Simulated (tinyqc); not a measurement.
Composition and strain of an epitaxial Si(1-x)Ge(x) layer from Raman and X-ray peaks: one step, computed by the program tinyqc. Command: `OMP_NUM_THREADS=1 python tinyqc.py 3001271 3001272 out.jsonl epiraman walk`. One thread of a shared host (Intel(R) Xeon(R) Processor @ 2.30GHz), about 0.01 s of CPU time with the checks.

A (001) layer, biaxially strained in the plane. The Raman peaks follow empirical lines omega = w0 + c1 x + c3 x^3 + b eps (c3 for Si-Ge alone), with eps the in-plane strain.

Question. Raman peaks. Insert x and eps in the three lines; the strain part is b eps.

Inputs (values chosen for the exercise, modelled on silicon-germanium):

| quantity | value | unit |
|---|---|---|
| Ge fraction x | 0.79 | - |
| Si-Si: w0 | 520.3 | 1/cm |
| Si-Si: c1 | -64.9 | 1/cm |
| Si-Si: strain coefficient b | -755 | 1/cm |
| Si-Ge: w0 | 399.7 | 1/cm |
| Si-Ge: c1 | 24.8 | 1/cm |
| Si-Ge: c3 | -31.6 | 1/cm |
| Si-Ge: strain coefficient b | -577 | 1/cm |
| Ge-Ge: w0 | 280.1 | 1/cm |
| Ge-Ge: c1 | 19.4 | 1/cm |
| Ge-Ge: strain coefficient b | -480 | 1/cm |

Substrate: silicon.

in-plane strain eps = -22.79018 per mille

Give: Si-Si peak; Si-Ge peak; Ge-Ge peak; strain parts.

Answer.

Si-Si peak = 486.2 1/cm

Si-Ge peak = 416.9 1/cm

Ge-Ge peak = 306.4 1/cm

strain parts (1/cm): Si-Si 17.21, Si-Ge 13.15, Ge-Ge 10.94

Read as unstrained, the Si-Si peak would give x = 0.525 in place of 0.79. Caution: strains above 2 % survive only in layers a few nanometres thick, and the linear relations lose accuracy.
